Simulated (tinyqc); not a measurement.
Hot carriers by balance equations with a heated Maxwellian: one step, computed by the program tinyqc.

The carriers follow a Maxwellian at an electron temperature T_e, slightly displaced; the drift energy is neglected against k_B T_e. The balance averages the rate, not the time, so mu_0 lies below the relaxation-time value.

Problem. Drift velocity. Parabolic band: E = hbar^2 k^2/(2 m), speed v = hbar k/m, states per spin, volume and energy g(E) = m k/(2 pi^2 hbar^2). Masses are multiplied by m_0 and all formulas are in SI units. Phonon occupation N_q = 1/(exp(hbar w/(k_B T)) - 1). Acoustic deformation potential (elastic, equipartition, absorption and emission together): 1/tau = 2 pi k_B T D_A^2 g(E)/(hbar rho v_l^2). Optical or intervalley deformation potential: 1/tau = (pi Z_f D_o^2/(rho w)) [N_q g(E + hbar w) + (N_q + 1) g(E - hbar w)], with g = 0 below the band edge. Averages over the Maxwellian, <y> = int y x^(1/2) exp(-x) dx / int x^(1/2) exp(-x) dx with x = E/(k_B T_e), split at x_0 = hbar w/(k_B T_e): 64 Gauss-Legendre points in sqrt(x) below it and 128 in sqrt(x - x_0) above it, up to x = 32. Momentum balance: mu(T_e) = e/(m nu), nu = <x (sum of rates)>/<x>. Power lost per carrier: P(T_e) = hbar w <emission rate - absorption rate> + <(2 m v_l^2/(k_B T)) (E - 2 k_B T) acoustic rate>. v = mu(T_e) F; warm-carrier coefficient (mu/mu_0 - 1)/F^2.

Inputs (values chosen for the exercise, modelled on electrons in germanium): effective mass m = 0.218 m_0; density rho = 5323 kg/m^3; sound velocity v_l = 5240 m/s; acoustic deformation potential D_A = 11 eV; phonon energy hbar w = 30.6 meV; optical or intervalley deformation potential D_o = 4.4 1e8 eV/cm; final valleys Z_f = 3; lattice temperature T = 100 K; electric field F = 0.73 kV/cm.

Band: parabolic. Solver: damped fixed point.

electron temperature T_e = 190.3376 K

low-field mobility mu_0 = 12556.97 cm^2/(V s)

Constants: k_B = 8.617333262e-05 eV/K; k_B = 1.380649e-23 J/K; e = 1.602176634e-19 C; hbar = 1.054571817e-34 J s; m_0 = 9.1093837015e-31 kg; hbar = 6.582119569e-16 eV s.

Give: mobility mu(T_e); drift velocity; mu/mu_0; (mu/mu_0 - 1)/F^2.

Solution.

mobility mu(T_e) = 7198 cm^2/(V s)

drift velocity = 0.5255 1e7 cm/s

mu/mu_0 = 0.5732

(mu/mu_0 - 1)/F^2 = -0.8009 cm^2/kV^2
